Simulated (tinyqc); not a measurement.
## MOSFET in saturation, small-signal circuit and noise: effect of the temperature on speed and noise

Bias by the inversion coefficient IC = I/Ispec (charge-based model with velocity saturation; weak inversion below 0.1, strong above 10). Common-source circuit: gm, gds, Cgs, Cgd and Cj at the inner nodes, Rg in series with the gate; quasi-static, no source or drain resistance, no gate-body capacitance, no substrate network, no induced gate noise, so fmax is an upper estimate.

Ispec = 2 n mu Cox (W/L) Vt^2, lc = Ls/L, gms = [sqrt((lc IC + 1)^2 + 4 IC) - 1]/[2 + lc (lc IC + 1)], gm = gms Ispec/(n Vt), gds = sg gm. qs = [sqrt(1 + 4 IC) - 1]/2, Cgs = Cox W L qs (2 qs + 3)/(3 (qs + 1)^2) + Cov W, Cgd = Cov W, Cd = Cj W, Rg = Rsh (Wf/L)/(12 Nf) + Rc/W with Nf = W/Wf fingers (not rounded) contacted at both ends. fT = gm/(2 pi (Cgs + Cgd)), fmax = fT/(2 sqrt(Rg (gds + 2 pi fT Cgd))). Channel noise Sid = 4 kB T gam n gm with gam = (1/2 + (2/3) qs)/(1 + qs) + gw lc IC, qs = [sqrt(1 + 4 IC) - 1]/2, lc = Ls/L (the last term an empirical rise with velocity saturation); at the gate, white noise Sw = Sid/gm^2 + 4 kB T Rg. Number fluctuation with correlated mobility: S(f) = K/f, K = q^2 Vt lt Nt/(W L Cox^2) (1 + ac mu Cox I/gm)^2, Vt in eV with Nt per eV. Corner fc = K/Sw. IC is held fixed, and so are mu, n, Ls and Nt.

Inputs (values chosen for the exercise): gate length L = 130 nm; total gate width W = 40 um; gate capacitance Cox = 1.76 uF/cm^2; mobility mu = 120 cm^2/(V s); slope factor n = 1.36; velocity-saturation length Ls = 20 nm; ratio gds/gm sg = 0.038; overlap and fringe capacitance per side Cov = 0.36 fF/um; drain junction capacitance Cj = 0.35 fF/um; sheet resistance of the gate Rsh = 15 ohm; finger width Wf = 1 um; gate contact and vertical resistance Rc = 100 ohm um; inversion coefficient IC = 0.12; short-channel excess of the noise factor gw = 0.13; oxide trap density Nt = 1.2e18 cm^-3 eV^-1; tunnelling length into the oxide lt = 0.1 nm; Coulomb scattering coefficient ac = 3000 V s/C.

Constants: q = 1.602176634e-19 C, kB = 1.380649e-23 J/K, Vt = kB T/q. Results are converted to the units shown.

The same in every row: Rg (ohm) = 2.7404.

Effect of the temperature on speed and noise:

| T (K) | I (uA) | fT (GHz) | fmax (GHz) | sqrt(Sw) (nV/Hz^0.5) | fc (MHz) |
|---|---|---|---|---|---|
| 100 | 1.5751 | 0.51151 | 21.665 | 5.6905 | 0.51739 |
| 150 | 3.5440 | 0.76727 | 26.534 | 5.6911 | 0.78230 |
| 200 | 6.3004 | 1.0230 | 30.639 | 5.6918 | 1.0514 |
| 250 | 9.8443 | 1.2788 | 34.255 | 5.6925 | 1.3247 |
| 300 | 14.176 | 1.5345 | 37.525 | 5.6931 | 1.6022 |
| 350 | 19.295 | 1.7903 | 40.531 | 5.6938 | 1.8839 |
| 400 | 25.202 | 2.0460 | 43.330 | 5.6945 | 2.1699 |

What does the table show?

As T goes from 100 to 400 K, fT rises from 0.512 to 2.05 GHz, fmax rises from 21.7 to 43.3 GHz, the white noise stays near 5.69 nV/Hz^0.5 and the corner rises from 0.517 to 2.17 MHz. At fixed IC and mobility the current goes as T^2 and gm as T, which is why fT rises; a real mobility would fall with T. In every row fmax exceeds 4 fT, where channel resistance and substrate losses, left out here, would cap it. For T = 100 to 150 K band tails and dopant freeze-out, left out here, change n and the noise.

Computed by the program tinyqc: `OMP_NUM_THREADS=1 python tinyqc.py 2150102 2150103 out.jsonl`, one thread of a shared Intel Xeon 2.30GHz, about 0.01 s for the whole run.
